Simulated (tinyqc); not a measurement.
Where a fixed hold relaxes most: thermal stress and diffusional relaxation in a metal film: Coble and Nabarro-Herring creep, cooling and holds. Computed by tinyqc, a small Python program. Command: `OMP_NUM_THREADS=1 python tinyqc.py 3029624 3029625 out.jsonl creep walk`. One thread of a shared host (Intel(R) Xeon(R) Processor @ 2.30GHz), about 0.06 s of CPU time with the checks.

A thin film on a rigid substrate is stress-free at T0. Tension is positive and the film creeps linearly: d sigma/dt = -M (mismatch) dT/dt - sigma/tau.

Inputs (values chosen for the exercise, modelled on copper films on silicon): biaxial modulus M = 196 GPa; expansion mismatch = 14 1e-6/K; atomic volume Omega = 11.8 angstrom^3; lattice prefactor D0 = 1.9e-05 m^2/s; lattice energy E = 2.06 eV; boundary prefactor (delta D_b)0 = 3.8e-15 m^3/s; boundary energy E_b = 1.06 eV; grain size d = 0.49 um; stress-free temperature T0 = 400 C; hold temperature T = 130 C; hold time t = 13 h; yield stress = 210 MPa.

Constants: k_B = 1.380649e-23 J/K; k_B = 8.617333262e-05 eV/K.

Method:
- Thermoelastic slope = M x mismatch; sigma_0 = slope x (T0 - T).
- Creep rate per stress: Nabarro-Herring 14 D Omega/(k_B T d^2), Coble (14 pi) delta D_b Omega/(k_B T d^3), with D = D0 exp(-E/(k_B T)), delta D_b = (delta D_b)0 exp(-E_b/(k_B T)); 1/tau = M x (sum of both)/2 (biaxial strain rate is half the uniaxial one).
- Temperatures in kelvin are T(C) + 273.15.
- For each hold temperature: sigma_0 = slope (T0 - T), relaxed stress sigma_0 (1 - exp(-t/tau)), initial rate sigma_0/tau. In confined lines the relaxed part appears as void volume.

thermoelastic slope = 2.744 MPa/K

Holds:
```
T (C)  sigma_0 (MPa)     tau (h)  relaxed (MPa)  initial rate (MPa/h)
25           1029.00  5.7589e+05     2.3228e-02            1.7868e-03
65            919.24  4.9604e+03     2.4059e+00            1.8531e-01
105           809.48  1.1830e+02     8.4243e+01            6.8429e+00
145           699.72  5.8243e+00     6.2463e+02            1.2014e+02
185           589.96  4.8922e-01     5.8996e+02            1.2059e+03
225           480.20  6.1598e-02     4.8020e+02            7.7957e+03
265           370.44  1.0617e-02     3.7044e+02            3.4891e+04
305           260.68  2.3461e-03     2.6068e+02            1.1111e+05
345           150.92  6.3310e-04     1.5092e+02            2.3838e+05
385            41.16  2.0112e-04     4.1160e+01            2.0465e+05
```

What follows from these numbers?

The relaxed stress peaks at 145 C among these rows: colder holds have more stress but slower diffusion, hotter ones faster diffusion but less stress. The initial rate peaks about k_B T^2/E_b = 37 K below T0 when boundaries dominate; its largest row is 345 C. Caution: the elastic stress exceeds the yield stress, so dislocation glide would cap it first. Caution: dislocation glide would cap stresses above the yield stress; capping layers can block the surface and boundary paths, and threshold stresses are ignored.

Extremes, crossings and ranges named in words are read from the listed rows.
